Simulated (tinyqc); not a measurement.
From results back to parameters: density of states of one tight-binding band on the simple cubic lattice. Three cases, with inputs chosen for the exercise.

Problem. For E(k) = -2 t (c1 + c2 + c3) - 4 t2 (c1 c2 + c2 c3 + c3 c1), ci = cos(2 pi ki), two differences between symmetry points are known: Gamma = (0, 0, 0), X = (1/2, 0, 0), M = (1/2, 1/2, 0), R = (1/2, 1/2, 1/2).

Case 1.

E(X) - E(Gamma) = 2.8800 eV
E(M) - E(X) = 4.6400 eV

Case 2.

E(X) - E(Gamma) = 7.7200 eV
E(M) - E(X) = 8.2000 eV

Case 3.

E(X) - E(Gamma) = 2.6400 eV
E(M) - E(X) = 7.1200 eV

Find: t; t2; E(R) - E(M).

Solution. E(Gamma) = -6t - 12 t2, E(X) = -2t + 4 t2, E(M) = 2t + 4 t2, E(R) = 6t - 12 t2.

Case 1.

t = 1.160 eV
t2 = -0.110 eV
E(R) - E(M) = 6.400 eV

Case 2.

t = 2.050 eV
t2 = -0.030 eV
E(R) - E(M) = 8.680 eV

Case 3.

t = 1.780 eV
t2 = -0.280 eV
E(R) - E(M) = 11.600 eV

Computed by tinyqc, one run a case: `OMP_NUM_THREADS=1 python tinyqc.py N N+1 out.jsonl` with N = 1651613, 1651663, 1651734; one thread of a shared Intel(R) Xeon(R) Processor @ 2.30GHz, about 0.3 s a run at most.
